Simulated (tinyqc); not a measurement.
Lifetime from the storage time.

Problem. In the charge-control model of a long diode dQ/dt = -Ir - Q/tau after the current is switched from If to -Ir, with Q(0) = If tau; the storage time ends at Q = 0. Find tau, the stored charge and the share of it that leaves through the terminals.

forward and reverse current (mA): [6.9, 2.9]
storage time = 365.30149 ns

Answer. Integrating gives ts = tau ln(1 + If/Ir). The extracted charge is Ir ts; the rest recombines.

tau = 300 ns
stored charge = 2.07 nC
share extracted = 51.2 %

Program tinyqc, `OMP_NUM_THREADS=1 python tinyqc.py 2230044 2230045 out.jsonl`; Intel Xeon 2.30GHz, shared host, one thread, about 0.01 s.
